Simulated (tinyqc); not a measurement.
Hubbard ring of 4 sites, step by step. One step of it, computed by the program tinyqc.

Question. Mean-field iteration 1. H(up) = T + U n(down), H(down) = T + U n(up); fill the lowest levels; n(new) = n + mixing (n(out) - n); E = tr T (rho up + rho down) + U sum n_up n_down of the output.

one-body matrix (hopping and site energies) (eV), lower triangle:
```
,1,2,3,4
1,0.020000
2,-0.950000,-0.320000
3,0.000000,-0.950000,-0.790000
4,-0.950000,0.000000,-0.950000,-0.650000
```

U = 1.000000 eV

electrons, up and down: 2  2

mixing = 1

n(up) at the start (a guess, not normalised): 1 0.550000, 2 0.450000, 3 0.550000, 4 0.450000

n(down) at the start (a guess): 1 0.450000, 2 0.550000, 3 0.450000, 4 0.550000

Give: levels, up; levels, down; energy; n(up) after iteration 1; n(down) after iteration 1.

Answer.

levels, up (eV): -1.884  0.031  0.099  2.014

levels, down (eV): -1.884  -0.040  0.162  2.021

energy = -4.678 eV

n(up) after iteration 1: 1 0.356, 2 0.356, 3 0.644, 4 0.644

n(down) after iteration 1: 1 0.155, 2 0.666, 3 0.370, 4 0.809
